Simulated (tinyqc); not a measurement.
# Double-gate transistor below threshold, two-dimensional Poisson equation on a small mesh: effects of single changes

Half of a symmetric double-gate structure: row 0 is the mid-plane of the body, where the normal field vanishes. Mobile charge is neglected (subthreshold), the body is fully depleted, and potentials are counted from the intrinsic level; rows run upward to the gate, columns from source to drain.

Inputs (values chosen for the exercise); semiconductor permittivity close to that of silicon: temperature T = 300 K; relative permittivity of the semiconductor eps_r = 11.9; relative permittivity of the insulator eox = 7.5; half the body thickness tb = 4 nm; insulator thickness tox = 3.1 nm; channel length L = 41 nm; acceptor density of the depleted body Na = 0 cm^-3; potential of the source Vbi = 0.6 V; gate offset Vfb = 0.09 V; gate voltage Vg = -0.1 V; drain voltage Vd = 0.7 V.

Constants: q = 1.602176634e-19 C, kB = 1.380649e-23 J/K, Vt = kB T/q, eps0 = 8.8541878128e-14 F/cm where lengths are in cm. Results are converted to the units shown.

Each table varies one quantity; the others keep the values above.

## Choice of the relaxation factor

Mesh: rows i = 0..3 in the semiconductor (step hs = tb/3, row 3 on the interface), then 2 step(s) ho = tox/2 up to the gate row 5; columns j = 0..7 (step hy = L/7). Box integration, divided by eps0: up_i = eps hy/h of the interval above row i, dn_i = that of the interval below (0 for row 0), lat_i = (sum of eps h/2 over the intervals above and below)/hy, s_i = -q Na w_i hy/eps0 with w_i the semiconductor height of the box (hs/2 for row 0 and the interface row, hs between, 0 in the insulator). Each free node obeys (up + dn + 2 lat) psi = up psi(above) + dn psi(below) + lat [psi(left) + psi(right)] + s. Fixed values: gate row Vg - Vfb; column 0 at Vbi and the last column at Vbi + Vd in the semiconductor, each running linearly to Vg - Vfb across the insulator. Sweeps go row by row from row 0, left to right, psi(new) = psi + omega (t - psi) with t the value that solves the node equation for the newest neighbours; free nodes start at zero; stop when the largest change is below 1e-7 V.

Result of one run:

| omega | sweeps |
|---|---|
| 1.8 | 69 |

What becomes of these results when the relaxation factor omega is changed from 1.8 to 1.9, all else the same?

Result of the changed run:

| omega | sweeps |
|---|---|
| 1.9 | 141 |

The whole series:

| omega | sweeps |
|---|---|
| 1 | 150 |
| 1.1 | 125 |
| 1.2 | 103 |
| 1.3 | 84 |
| 1.4 | 67 |
| 1.5 | 50 |
| 1.6 | 33 |
| 1.7 | 43 |
| 1.8 | 69 |
| 1.9 | 141 |

Gauss-Seidel (omega = 1) takes 150 sweeps; the fewest, 33, are at omega = 1.6, and omega = 1.9 takes 141. The Jacobi matrix of this mesh has spectral radius rho = 0.9641, so theory puts the best factor at 2/(1 + sqrt(1 - rho^2)) = 1.58.

## Effect of the drain voltage

Mesh: rows i = 0..12 in the semiconductor (step hs = tb/12, row 12 on the interface), then 8 step(s) ho = tox/8 up to the gate row 20; columns j = 0..80 (step hy = L/80). The system is solved directly. On row 0 the minimum of psi and its place come from a parabola through the three lowest nodes; barrier = Vbi - minimum, swing = Vt ln 10/(d psi/dVg), DIBL = (d psi/dVd)/(d psi/dVg) there. Lambda = pi/k with k the smallest positive root of tan(k tox) tan(k tb) = eox/eps_r.

Effect of the drain voltage:

| Vd (V) | L/Lambda | barrier (V) | place y/L | swing (mV/decade) | DIBL (mV/V) |
|---|---|---|---|---|---|
| 0.05 | 2.473 | 0.7525 | 0.4960 | 62.40 | 23.42 |
| 0.25 | 2.473 | 0.7482 | 0.4823 | 62.43 | 21.06 |
| 0.45 | 2.473 | 0.7444 | 0.4709 | 62.48 | 19.30 |
| 0.65 | 2.473 | 0.7408 | 0.4613 | 62.54 | 17.92 |
| 0.85 | 2.473 | 0.7375 | 0.4529 | 62.61 | 16.81 |
| 1.05 | 2.473 | 0.7344 | 0.4455 | 62.68 | 15.88 |

As Vd goes from 0.05 to 1.05 V, the barrier falls from 0.752 to 0.734 V, the swing stays near 62.5 mV a decade and DIBL falls from 23.4 to 15.9 mV/V; the ideal swing is 59.5. The barrier top moves from y/L = 0.496 to 0.445, towards the source.

## Effect of the channel length

Same model as above.

Effect of the channel length:

| L (nm) | L/Lambda | barrier (V) | place y/L | swing (mV/decade) | DIBL (mV/V) |
|---|---|---|---|---|---|
| 15 | 0.9047 | 0.2461 | 0.3688 | 130.4 | 358.3 |
| 18 | 1.086 | 0.3668 | 0.3986 | 102.0 | 230.5 |
| 22 | 1.327 | 0.4937 | 0.4209 | 83.73 | 136.6 |
| 27 | 1.629 | 0.6032 | 0.4371 | 72.72 | 75.91 |
| 32 | 1.930 | 0.6731 | 0.4474 | 67.13 | 44.09 |
| 39 | 2.352 | 0.7296 | 0.4570 | 63.23 | 21.51 |
| 48 | 2.895 | 0.7642 | 0.4651 | 61.05 | 8.877 |
| 58 | 3.498 | 0.7800 | 0.4711 | 60.11 | 3.396 |

Read the table: what changes, and by how much?

As L goes from 15 to 58 nm, the barrier rises from 0.246 to 0.780 V, the swing falls from 130 to 60.1 mV a decade and DIBL falls from 358 to 3.40 mV/V; the ideal swing is 59.5. L/Lambda goes from 0.90 to 3.5. Between the last two rows DIBL decays with a length of 10.4 nm; 2 Lambda/pi is 10.6 nm.

tinyqc, about 0.2 s, one thread, Intel Xeon 2.30GHz (shared host): `OMP_NUM_THREADS=1 python tinyqc.py 2480064 2480065 out.jsonl`
